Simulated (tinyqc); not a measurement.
Inside a calculation. Method: RKS/PBE in the 6-31g basis, for H3-, spin multiplicity 1. The basis has no diffuse functions, so it cannot describe the extra electron: this is an exercise in the method, not the real anion. One step of it, computed by the program tinyqc.

Task: Iteration 2: DIIS coefficients. Solve [B -1; -1 0][c; lambda] = [0; -1] for the coefficients, which sum to one.

B (overlaps of the stored error matrices):
```
                1               2
1   3.8122960e-01  -3.2254973e-02
2  -3.2254973e-02   1.6769404e-01
```

Give: DIIS coefficients.

Result:

DIIS coefficients: 0.326  0.674
